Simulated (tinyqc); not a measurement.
From one set of inputs to another, one input at a time: Raman shift of the zone-centre optical phonon of a diamond-structure crystal under stress. Computed by tinyqc, a small Python program. Command: `OMP_NUM_THREADS=1 python tinyqc.py 3019844 3019845 out.jsonl ramanstress ladder`. One thread of a shared host (Intel(R) Xeon(R) Processor @ 2.30GHz), about 0.01 s of CPU time with the checks.

Axes x, y, z are the cube axes. Strain shifts the threefold optical mode and can split it; p, q and r are the phonon deformation potentials.

The inputs printed are set A. Inputs not listed in the table keep their values of set A, so the rows need not describe a real material.

Inputs (values chosen for the exercise, modelled on diamond):
```
quantity                             value      unit
unstrained frequency omega_0          1333      1/cm
p/omega_0^2                          -2.77         -
q/omega_0^2                          -1.86         -
r/omega_0^2                          -1.88         -
C11                                   1091       GPa
C12                                  125.6       GPa
C44                                    573       GPa
stress sigma (tension positive)      -0.66       GPa
polarisation angle phi                  20    degree
temperature coefficient d omega/dT  -0.011  1/(cm K)
local temperature T                    310         K
laser wavelength                       364        nm
```

Stress state: uniaxial. Axis: [100].

Constants: h = 6.62607015e-34 J s; c = 299792458 m/s; k_B = 1.380649e-23 J/K.

Method:
- S11 = (C11 + C12)/D, S12 = -C12/D, D = (C11 - C12)(C11 + 2 C12), S44 = 1/C44.
- Uniaxial stress along the unit vector n of the axis: sigma_ij = sigma n_i n_j.
- eps_xx = S11 sigma_xx + S12 (sigma_yy + sigma_zz), and cyclic; eps_xy = S44 sigma_xy/2 (tensor strain).
- Secular matrix: M_xx = p eps_xx + q (eps_yy + eps_zz), M_xy = 2 r eps_xy; its eigenvalues are omega^2 - omega_0^2, and the shifts are these over 2 omega_0.
- Backscattering from a (001) surface: incident polarisation (cos phi, sin phi, 0). With Raman tensors (R_z)_xy = (R_z)_yx = 1 and cyclic, only the z component u_z of a mode counts: I = u_z^2 sin^2(2 phi) for parallel and u_z^2 cos^2(2 phi) for crossed polarisers. An unresolved line sits at the intensity-weighted shift, which is M_zz/(2 omega_0).
- A temperature above 300 K shifts the line by (d omega/dT)(T - 300 K); divided by the shift per stress it poses as a stress; the total shift adds it to the shift of the observed line. The anti-Stokes to Stokes ratio is [(omega_L + omega_0)/(omega_L - omega_0)]^3 exp(-h c omega_0/(k_B T)) in photon counts, omega_L = 1/wavelength, resonance effects left out.

Each row keeps all changes above it:
```
input moved                             from     to  shift of the observed line (1/cm)  volume strain (per mille)  anti-Stokes/Stokes ratio
set A                                      -      -                             0.5708                    -0.4917                   0.00275
C11 (GPa)                               1091    240                             0.7710                    -1.3436                   0.00275
C44 (GPa)                                573    110                             0.7710                    -1.3436                   0.00275
C12 (GPa)                              125.6   62.7                             1.8518                    -1.8062                   0.00275
p/omega_0^2                            -2.77  -1.88                             2.2307                    -1.8062                   0.00275
unstrained frequency omega_0 (1/cm)     1333    346                             0.5790                    -1.8062                   0.21647
stress sigma (tension positive) (GPa)  -0.66   0.46                            -0.4035                     1.2589                   0.21647
r/omega_0^2                            -1.88  -1.28                            -0.4035                     1.2589                   0.21647
```

Which inputs carry the difference?

Shift of the observed line goes from 0.571 to -0.404, -0.974 in all. The largest single move comes from unstrained frequency omega_0 (-1.65), and C12 works against it (+1.08). Volume strain goes from -0.492 to 1.26, +1.75 in all. The largest single move comes from stress sigma (tension positive) (+3.07), and C11 works against it (-0.852). anti-Stokes/Stokes ratio goes from 0.00275 to 0.216, a factor 78.7 in all. The largest single move comes from unstrained frequency omega_0 (a factor 78.7). The single moves hold for this order of the switches; the total does not depend on the order.

Extremes, crossings and ranges named in words are read from the listed rows.
